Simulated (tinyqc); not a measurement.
From time to dry back to spin speed f: spin coating of a resist or spin-on film: centrifugal thinning, evaporation and the final thickness (Emslie and Meyerhofer models). Computed by tinyqc, a small Python program. Command: `OMP_NUM_THREADS=1 python tinyqc.py 3110608 3110609 out.jsonl spincoat inv`. One thread of a shared host (Intel(R) Xeon(R) Processor @ 2.30GHz), about 0.3 s of CPU time with the checks.

A Newtonian film stays uniform over the wafer; solvent and solids have the same density and the concentration is uniform through the thickness.

Inputs (values chosen for the exercise, of the order of those of a polymer resist in an ester solvent):
```
quantity                                 value          unit
solids volume fraction c0                 0.14             -
kinematic viscosity of the solvent nu_s   0.94        mm^2/s
viscosity constant k                      2200        mm^2/s
viscosity exponent gamma                   2.1             -
evaporation rate at 1000 rpm e0           0.23  micrometre/s
starting thickness h0                      200    micrometre
shrinkage in the bake                      8.8             %
```

Method:
- omega = 2 pi f/60; nu(c) = nu_s + k c^gamma; evaporation rate e = e0 sqrt(f/1000 rpm).
- Full model for solids s and liquid l per area, h = s + l, c = s/h: ds/dt = -c Q, dl/dt = -(1 - c) Q - e, Q = 2 omega^2 h^3/(3 nu(c)); integrated adaptively (relative tolerance 1e-9) until l = 0.
- Dry film = s at l = 0, before the bake; film after the bake = s x (1 - shrinkage).

Question. A run gave the result below. Find the spin speed f, known to lie between 950 and 2800 rpm.

time to dry = 34.49792 s

Answer.

Each step takes the trial c = (a f_b - b f_a)/(f_b - f_a), f being the result less the target and a, b, c the logarithms of the listed values; c replaces end b, the old b replaces a if the sign of f changed, and otherwise f_a is halved.

Scan of the range:
```
spin speed f (rpm)  time to dry (s)
950                         56.4400
1140                        47.0432
1360                        39.4400
1630                        32.9117
1950                        27.5141
2340                        22.9308
2800                        19.1652
```

False position (Illinois rule, in the logarithm of the input) inside the bracket:
```
step    end a    end b    trial  time to dry (s)
1     1360.00  1630.00  1559.83          34.3911
2     1360.00  1559.83  1551.00          34.5869
3     1559.83  1551.00  1555.01          34.4978
4     1551.00  1555.01  1555.00          34.4979
5     1551.00  1555.00  1555.00          34.4979
6     1555.00  1555.00  1555.00          34.4979
```

Time to dry falls at every point of a 13-point scan of the range (every second point is shown), so one value fits; it is bracketed by 1360 and 1630. Answer: spin speed f = 1555 rpm.
